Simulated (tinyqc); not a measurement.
Cabrera-Mott growth of a thin oxide under its own electric field: one step, computed by the program tinyqc.

Electrons cross the film freely and set a fixed potential V across it; the field V/x lowers the barrier for ions entering the oxide.

Problem. Scales. u = u0 exp(-W/(k_B T)), X1 = z b V/(k_B T) with V in volts and k_B T in eV; dx/dt = u exp(X1/x).

Inputs (values chosen for the exercise, for a model metal): barrier W = 1.68 eV; Mott potential V = 1.2 V; ion charge number z = 1; half jump distance b = 1.1 angstrom; prefactor u0 = N Omega nu = 8.7e+12 angstrom/s; temperature T = 300 K.

Backward hops: ignored.

Constants: k_B = 8.617333262e-05 eV/K.

Give: u; X1.

Solution.

u = 5.2091e-16 angstrom/s

X1 = 51.060 angstrom
